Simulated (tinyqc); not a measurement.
What moves the results: standing waves and exposure in a photoresist film. A value that a table varies takes the place of the one given here.

Normal incidence from air. Unexposed resist: N1 = n1 + i k1 with k1 = (A + B) lam/(4 pi), lam in micrometres. r01 = (1 - N1)/(1 + N1), t01 = 2/(1 + N1). Below the resist lie the layer Na = na + i ka and the substrate Ns = ns + i ks: r12 = (r1a + ras x)/(1 + r1a ras x), x = exp(4 pi i Na da/lam), r1a = (N1 - Na)/(N1 + Na), ras = (Na - Ns)/(Na + Ns). With p = exp(2 pi i N1 d/lam), the field at depth z is E(z) = t01 [exp(2 pi i N1 z/lam) + r12 p^2 exp(-2 pi i N1 z/lam)]/(1 + r01 r12 p^2), the relative intensity I(z) = n1 |E(z)|^2 and the reflectance R = |(r01 + r12 p^2)/(1 + r01 r12 p^2)|^2.

Inputs chosen for the exercise (a resist on Si, indices near tabulated ones; the results hold for these values, not for the real material): lam = 248 nm (vacuum wavelength); n1 = 1.733 (resist index); A = 0.11 1/micrometre (bleachable absorption (Dill A)); B = 0.73 1/micrometre (fixed absorption (Dill B)); d = 463 nm (resist thickness); ns = 1.589 (substrate n); ks = 3.606 (substrate k); na = 1.818 (n of the bottom antireflection layer); ka = 0.34 (its k); da = 73 nm (its thickness).

## Swing of the coupled dose with resist thickness

The mean of I is taken over 800 depths; the relative dose to clear is taken as 1/(mean of I over the lowest period, 60 depths), scaled to 1 in the first row.

Swing:
```
d (nm)       R  mean I  relative dose
463.0   0.0562  0.8653          1.000
474.9   0.1449  0.7791          1.116
486.9   0.1851  0.7338          1.180
498.8   0.1489  0.7578          1.138
510.7   0.0621  0.8302          1.044
522.6   0.0091  0.8761          1.002
534.6   0.0555  0.8340          1.065
546.5   0.1393  0.7554          1.182
558.4   0.1774  0.7146          1.246
570.3   0.1432  0.7369          1.205
582.3   0.0605  0.8033          1.111
594.2   0.0112  0.8439          1.070
606.1   0.0544  0.8054          1.134
```

The period is 71.6 nm, six rows. The relative dose swings between 1.000 and 1.246, a ratio (max - min)/mean of 0.221, against the estimate 4 sqrt(|r01|^2 |r12|^2) exp(-(A + B) d) = 0.201 for the oscillating part alone; the ratio from the table also holds the slow rise from absorption, 13.4 % over two periods, so the two are not strictly comparable.

## Tuning the antireflection layer

da takes the values listed; the contrast is (Imax - Imin)/(Imax + Imin) over the lowest period of the resist (60 depths).

Results:
```
da (nm)  |r12|^2  contrast
0         0.5342     0.935
10        0.4147     0.892
20        0.2346     0.764
30        0.1002     0.568
40        0.0471     0.416
50        0.0513     0.437
60        0.0733     0.490
75        0.0723     0.474
90        0.0268     0.298
110       0.0007     0.066
140       0.0226     0.270
```

|r12|^2 starts at 0.5342 and is lowest, 0.0007, at 110 nm of those listed, where the contrast is 0.066 against 0.935. The contrast follows 2|r|/(1 + |r|^2), so even |r12|^2 = 0.01 leaves about 0.2. Values below 0.01 occur at 110 nm.

## What moves the exposure

The mean of I is over 800 depths. Each row changes one parameter from the base and keeps the others.

Results:
```
case                   |r12|^2       R  mean I  I at the bottom
base                    0.0760  0.0562  0.8653           0.5821
d = 473 nm              0.0760  0.1324  0.7916           0.5302
n1 = 1.75               0.0752  0.0952  0.8294           0.5636
B = 0.93 1/micrometre   0.0754  0.0543  0.8205           0.5279
ks = 3.245              0.0699  0.0585  0.8571           0.5926
da = 83 nm              0.0495  0.0963  0.8030           0.7186
ka = 0.442              0.0579  0.0551  0.8475           0.5858
```

The largest shifts from the base row, up to three for each result and ties (the steps differ in size, so this ranks the rows, not the parameters). |r12|^2: da -0.0265, ka -0.0181, ks -0.0061; unchanged at the printed digits by d. R: d +0.0762, da +0.0401, n1 +0.0390. mean I: d -0.0737, da -0.0623, B -0.0449. I at the bottom: da +0.1365, B -0.0542, d -0.0520.

tinyqc: `OMP_NUM_THREADS=1 python tinyqc.py 1652741 1652742 out.jsonl`; about 0.01 s, one thread, shared Intel(R) Xeon(R) Processor @ 2.30GHz.
